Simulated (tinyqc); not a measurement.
# Haynes-Shockley experiment: what a collector records, against the lifetime

A sheet injected at x = 0, t = 0 gives at x = L the signal n(t) = N0 exp(-t/tau - (L - v t)^2/(4 D t))/sqrt(4 pi D t), D = mu Vt, v = mu F. Its peak lies at tp = [-D + sqrt(D^2 + u^2 L^2)]/u^2, u^2 = v^2 + 4 D/tau; dt is the full width at half height. Simple readings: mobility L/(F tp), diffusion coefficient (L dt/tp)^2/(16 ln 2 tp). Area v times the integral of n over N0: (v/u) exp(L (v - u)/(2 D)).

Inputs (values chosen for the exercise): temperature T = 250 K; minority-carrier mobility mu = 461 cm^2/(V s); sweep field along the drift F = 46 V/cm; distance from injector to collector L = 90 um.

Constants: q = 1.602176634e-19 C, kB = 1.380649e-23 J/K, Vt = kB T/q. Results are converted to the units shown.

The same in every row: L/v (us) = 0.4244.

Haynes-Shockley experiment: what a collector records, against the lifetime:

| tau (s) | tp (us) | dt (us) | apparent mobility (cm^2/(V s)) | apparent D (cm^2/s) | area | exp(-L/(v tau)) |
|---|---|---|---|---|---|---|
| 5e-8 | 0.2473 | 0.1473 | 791.2 | 10.47 | 0.001025 | 2.059e-4 |
| 1e-7 | 0.2977 | 0.1957 | 657.1 | 10.59 | 0.02035 | 0.01435 |
| 3e-7 | 0.3564 | 0.2579 | 549.0 | 10.73 | 0.2340 | 0.2430 |
| 6e-7 | 0.3775 | 0.2818 | 518.3 | 10.79 | 0.4715 | 0.4930 |
| 1e-6 | 0.3870 | 0.2929 | 505.5 | 10.81 | 0.6327 | 0.6542 |
| 3e-6 | 0.3974 | 0.3051 | 492.3 | 10.84 | 0.8565 | 0.8681 |
| 7e-6 | 0.4005 | 0.3089 | 488.5 | 10.84 | 0.9355 | 0.9412 |
| 2e-5 | 0.4021 | 0.3107 | 486.6 | 10.85 | 0.9769 | 0.9790 |

True values: mu = 461 cm^2/(V s), D = 9.93 cm^2/s. The apparent mobility is 72 % above the true one in the first row and 5.6 % above it in the last, and the apparent D 5.5 % above and 9.2 % above D. The peak always comes before L/v, since spreading and decay both weigh down the later part of the signal; the shift is 42 % and 5.3 % in these rows.

Numbers from tinyqc (`OMP_NUM_THREADS=1 python tinyqc.py 2310032 2310033 out.jsonl`; about 0.01 s on one thread of a shared Intel Xeon 2.30GHz).
